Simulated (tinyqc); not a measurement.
From results back to parameters: band gaps under pressure and temperature from deformation potentials. Three cases, with inputs chosen for the exercise.

Problem. A gap moves by a ln(V/V0) with V/V0 = (1 + Bp P/B0)^(-1/Bp). B0 and the shifts at two pressures are given.

Case 1.

Values chosen (out of a larger set: near those of InAs, the X and L potentials typical of such crystals; not measured data): P12 = (2, 5) GPa (two pressures).

B0 = 57.8333 GPa

shifts at the two pressures (eV): 0.1943496  0.4429716

Case 2.

Values chosen (out of a larger set: near those of Si, the X and L potentials typical of such crystals; not measured data): P12 = (1.5, 3) GPa (two pressures).

B0 = 97.2667 GPa

shifts at the two pressures (eV): 0.1860084  0.3599415

Case 3.

Values chosen (out of a larger set: near those of InP, the X and L potentials typical of such crystals; not measured data): P12 = (1.5, 3) GPa (two pressures).

B0 = 70.7333 GPa

shifts at the two pressures (eV): 0.1355362  0.2608179

Find: ratio of the shifts; Bp; a.

Solution. The ratio of the shifts, ln(1 + Bp P2/B0)/ln(1 + Bp P1/B0), falls steadily from P2/P1 as Bp grows and so fixes Bp; then a = -shift x Bp/ln(1 + Bp P/B0).

Case 1.

ratio of the shifts = 2.2793
Bp = 4.32
a = -6.03 eV

Case 2.

ratio of the shifts = 1.9351
Bp = 4.66
a = -12.49 eV

Case 3.

ratio of the shifts = 1.9243
Bp = 4.02
a = -6.66 eV

Computed by tinyqc, one run a case: `OMP_NUM_THREADS=1 python tinyqc.py N N+1 out.jsonl` with N = 1050326, 1050336, 1050369; one thread of a shared Intel(R) Xeon(R) Processor @ 2.30GHz, about 0.01 s a run at most.
